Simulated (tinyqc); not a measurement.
Worked calculation: Hueckel theory of the pi electrons, for the molecule O=Cc1cc2ccccc2o1 (SMILES; centres numbered as the heavy atoms are written). One step of it, computed by the program tinyqc.

Question. Energy, charges, bond orders. E = sum n x; q_r = z_r - P_rr; bond order p = P_rs; free valence = sqrt(3) - sum of p over the bonds of the atom.

x values: 2.769872  1.927096  1.760922  1.324597  0.896125  0.693932  -0.330404  -1.031824  -1.166218  -1.685744  -2.158355

occupations: 2.000000  2.000000  2.000000  2.000000  2.000000  2.000000  0.000000  0.000000  0.000000  0.000000  0.000000

charge and bond-order matrix P:
```
            1O         2C         3C         4C         5C         6C         7C         8C
1O    1.543509   0.739050  -0.112740  -0.304236   0.043308   0.118721  -0.020831  -0.116335
2C    0.739050   0.691719   0.507039   0.234804  -0.085362  -0.096243   0.023217   0.102525
3C   -0.112740   0.507039   1.018409   0.725913  -0.038395  -0.180865   0.027112   0.159657
4C   -0.304236   0.234804   0.725913   0.920830   0.503868   0.040767  -0.112367  -0.039692
5C    0.043308  -0.085362  -0.038395   0.503868   1.033440   0.572367  -0.026038  -0.266333
6C    0.118721  -0.096243  -0.180865   0.040767   0.572367   0.978700   0.704190   0.017774
7C   -0.020831   0.023217   0.027112  -0.112367  -0.026038   0.704190   1.022512   0.631682
8C   -0.116335   0.102525   0.159657  -0.039692  -0.266333   0.017774   0.631682   0.978548
9C    0.007021   0.020106  -0.038144   0.005691   0.031899  -0.338841  -0.026190   0.684734
10C   0.143461  -0.133648  -0.229571   0.033447   0.563509  -0.012065  -0.285789   0.027779
11O  -0.050644  -0.026067   0.297224  -0.219526  -0.128787   0.055242   0.084927  -0.092330

            9C        10C        11O
1O    0.007021   0.143461  -0.050644
2C    0.020106  -0.133648  -0.026067
3C   -0.038144  -0.229571   0.297224
4C    0.005691   0.033447  -0.219526
5C    0.031899   0.563509  -0.128787
6C   -0.338841  -0.012065   0.055242
7C   -0.026190  -0.285789   0.084927
8C    0.684734   0.027779  -0.092330
9C    1.032517   0.630327  -0.119638
10C   0.630327   0.940927   0.326801
11O  -0.119638   0.326801   1.838889
```

Centres:

| centre | z_r, pi electrons of the neutral centre | h |
|---|---|---|
| 1O | 1 | 1.000000 |
| 2C | 1 | 0.000000 |
| 3C | 1 | 0.000000 |
| 4C | 1 | 0.000000 |
| 5C | 1 | 0.000000 |
| 6C | 1 | 0.000000 |
| 7C | 1 | 0.000000 |
| 8C | 1 | 0.000000 |
| 9C | 1 | 0.000000 |
| 10C | 1 | 0.000000 |
| 11O | 2 | 2.000000 |

Bonds:

| i | j | k |
|---|---|---|
| 1 | 2 | 1.000000 |
| 2 | 3 | 1 |
| 3 | 4 | 1 |
| 4 | 5 | 1 |
| 5 | 6 | 1 |
| 6 | 7 | 1 |
| 7 | 8 | 1 |
| 8 | 9 | 1 |
| 9 | 10 | 1 |
| 10 | 11 | 0.800000 |
| 11 | 3 | 0.800000 |
| 10 | 5 | 1 |

Give: pi energy = 12 alpha + this times beta; pi charges; Bond orders and lengths from R = 1.517 - 0.180 p; free valence of the carbons; gap between the highest filled and the next level.

Answer.

pi energy = 12 alpha + this times beta = 18.7451

pi charges: 1O -0.5435, 2C 0.3083, 3C -0.0184, 4C 0.0792, 5C -0.0334, 6C 0.0213, 7C -0.0225, 8C 0.0215, 9C -0.0325, 10C 0.0591, 11O 0.1611

Bond orders and lengths from R = 1.517 - 0.180 p (angstrom, C-C alone):

| bond | p | R |
|---|---|---|
| 1-2 | 0.7391 | - |
| 2-3 | 0.5070 | 1.4257 |
| 3-4 | 0.7259 | 1.3863 |
| 4-5 | 0.5039 | 1.4263 |
| 5-6 | 0.5724 | 1.4140 |
| 6-7 | 0.7042 | 1.3902 |
| 7-8 | 0.6317 | 1.4033 |
| 8-9 | 0.6847 | 1.3937 |
| 9-10 | 0.6303 | 1.4035 |
| 10-11 | 0.3268 | - |
| 11-3 | 0.2972 | - |
| 10-5 | 0.5635 | 1.4156 |

free valence of the carbons: 2C 0.4860, 3C 0.2019, 4C 0.5023, 5C 0.0923, 6C 0.4555, 7C 0.3962, 8C 0.4156, 9C 0.4170, 10C 0.2114

gap between the highest filled and the next level = 1.0243 |beta|
